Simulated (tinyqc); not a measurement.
What moves the results: donors on two lattice sites with valley-orbit split states. A value that a table varies takes the place of the one given here.

Each donor binds at most one electron, in any of its states. For a site s, W_s = sum over its states of g exp(E/kT), and the ionised share is 1/(1 + W_s exp(eta)), eta = (EF - Ec)/kT; n = Nc F_1/2(eta); neutrality n + NA = ND x (mean ionised share, the two sites in equal numbers); holes are neglected. Nc from N = 2 (m kB T/(4 pi c))^(3/2) with c = hbar^2/2m0, in 1/angstrom^3; times 1e24 for 1/cm^3, m = md. F_j(eta) = (1/Gamma(j + 1)) integral_0^infinity x^j dx/(1 + exp(x - eta)), which tends to exp(eta) for eta << 0.

Mobility (Caughey-Thomas form): mu = mu0 + (mu1 (T/300)^(-ga) - mu0)/(1 + ((ND + NA)/Nr)^de); rho = 1/(e n mu), e = 1.602176634e-19 C.

Constants: hbar^2/2m0 = 3.80998211 eV angstrom^2; kB = 8.617333262e-05 eV/K.

Parameters, chosen for this exercise (near those of nitrogen in 4H-SiC; not measured data): md = 0.842 m0 (density-of-states mass of the conduction band); E = (64.9, 57.4, 122.4, 81.8) meV (binding energies of h ground, h excited, k ground, k excited); g = (2, 4, 2, 4) (their degeneracies with spin); ND = 3.7e+18 1/cm^3 (donors, half on each site); NA = 7e+17 1/cm^3 (compensating acceptors, all ionised); T = 300 K; mu0 = 42 cm^2/(V s) (mobility at heavy doping); mu1 = 989 cm^2/(V s) (mobility at light doping and 300 K); Nr = 2.1e+17 1/cm^3 (reference doping); de = 0.61 (doping exponent); ga = 2.4 (temperature exponent).

## What the excited states change

The last columns keep only the ground state of each site (g = 2).

Results:

| T (K) | effective degeneracy, h site | eta | n (1/cm^3) | n, ground states only | ratio |
|---|---|---|---|---|---|
| 40 | 2.45 | -19.23 | 4.20e+09 | 5.16e+09 | 0.815 |
| 60 | 2.94 | -13.13 | 3.43e+12 | 5.04e+12 | 0.681 |
| 80 | 3.35 | -10.13 | 1.07e+14 | 1.79e+14 | 0.598 |
| 110 | 3.81 | -7.68 | 1.98e+15 | 3.75e+15 | 0.529 |
| 150 | 4.24 | -5.95 | 1.78e+16 | 3.53e+16 | 0.504 |
| 200 | 4.59 | -4.81 | 8.53e+16 | 1.57e+17 | 0.544 |
| 250 | 4.82 | -4.23 | 2.14e+17 | 3.54e+17 | 0.604 |
| 300 | 4.99 | -3.92 | 3.83e+17 | 5.87e+17 | 0.652 |
| 400 | 5.22 | -3.66 | 7.59e+17 | 1.07e+18 | 0.707 |
| 500 | 5.36 | -3.61 | 1.12e+18 | 1.51e+18 | 0.740 |

What does this show, and why?

The effective degeneracy grows from 2.45 to 5.36. Excited states hold electrons back, so the ratio is never above 1; it is lowest, 0.504, at 150 K of those listed, and 0.652 at 300 K. At low T the excited states empty out, and at high T more donors are ionised (n is 37 % of ND - NA in the last row), so the effect is largest in between.

## Ionisation and resistivity against doping

NA = 0.

Results:

| ND (1/cm^3) | n (1/cm^3) | n/ND | mu (cm^2/(V s)) | rho (ohm cm) | rho at full ionisation |
|---|---|---|---|---|---|
| 1.0e+14 | 9.99e+13 | 0.999 | 980 | 63.7 | 63.7 |
| 1.0e+15 | 9.90e+14 | 0.990 | 954 | 6.61 | 6.54 |
| 1.0e+16 | 9.20e+15 | 0.920 | 861 | 0.788 | 0.725 |
| 3.0e+16 | 2.46e+16 | 0.819 | 768 | 0.331 | 0.271 |
| 1.0e+17 | 6.54e+16 | 0.654 | 621 | 0.154 | 0.101 |
| 3.0e+17 | 1.46e+17 | 0.487 | 464 | 0.0920 | 0.0448 |
| 1.0e+18 | 3.24e+17 | 0.324 | 306 | 0.0630 | 0.0204 |
| 2.0e+18 | 4.95e+17 | 0.247 | 233 | 0.0541 | 0.0134 |

How do the results move?

From 1e16 to 1e18 1/cm^3 rho falls by a factor 12.5, not 100: the mobility takes a factor 2.82 and incomplete ionisation 2.84. n/ND is below 0.9 from 3e+16 1/cm^3 on. Near 1e19 1/cm^3 and above the levels merge with the band, and already below that screening lowers the binding energy, so the last rows understate n.

## Compensation sets the slope of the freeze-out

NA = K ND. The slope energy is -d ln(n T^(-p))/d(1/kT) between 50 and 60 K, with p = 3/4 for K = 0 and p = 3/2 otherwise.

Results:

| K | n(50 K) (1/cm^3) | n(60 K) (1/cm^3) | slope energy (meV) |
|---|---|---|---|
| 0 | 5.09e+14 | 1.96e+15 | 31.35 |
| 0.0010 | 6.87e+13 | 8.47e+14 | 57.86 |
| 0.010 | 6.87e+12 | 1.02e+14 | 62.67 |
| 0.050 | 1.26e+12 | 1.88e+13 | 62.73 |
| 0.20 | 2.10e+11 | 3.13e+12 | 62.73 |
| 0.50 | 2.06e+08 | 9.73e+09 | 92.56 |

How do the results move?

Without acceptors the slope is 31.35 meV, against half the h-site ground-state energy, 32.45; with K = 0.05 it is 62.73 meV, against the full 64.9. The full energy (less a few meV where excited levels lie within a few kT) shows where n is far below NA, since the acceptors then hold EF near the donor level: n(60 K)/NA is 0.23 for K = 0.001 and 0.0001 for K = 0.05; where it is not small, the slope falls short of the full energy. At K = 0.5 the acceptors have taken as many electrons as there are h sites, EF sits between the two levels, and the slope is 92.6 meV against their mean of 93.7.

## What moves the carrier density

All results formed anew. Each row changes one parameter from the base and keeps the others.

Results:

| case | eta | n (1/cm^3) | rho (ohm cm) |
|---|---|---|---|
| base | -3.918 | 3.826e+17 | 0.09594 |
| E = (69.9, 57.4, 122.4, 81.8) meV | -3.954 | 3.693e+17 | 0.09940 |
| md = 0.926 m0 | -3.971 | 4.186e+17 | 0.08768 |
| ND = 7.4e+18 1/cm^3 | -3.292 | 7.114e+17 | 0.06542 |
| NA = 1.07e+18 1/cm^3 | -4.279 | 2.674e+17 | 0.1417 |
| T = 330 K | -3.806 | 4.937e+17 | 0.08860 |
| Nr = 4.2e+17 1/cm^3 | -3.918 | 3.826e+17 | 0.07268 |

What can be read from the table?

The largest shifts from the base row, up to three for each result and ties (the steps differ in size, so this ranks the rows, not the parameters). eta: ND +0.626, NA -0.360, T +0.113; unchanged at the printed digits by Nr. n (1/cm^3): ND +3.29e+17, NA -1.15e+17, T +1.11e+17; unchanged at the printed digits by Nr. rho (ohm cm): NA +0.0458, ND -0.0305, Nr -0.0233.

tinyqc: `OMP_NUM_THREADS=1 python tinyqc.py 1680215 1680216 out.jsonl`; about 0.01 s, one thread, shared Intel(R) Xeon(R) Processor @ 2.30GHz.
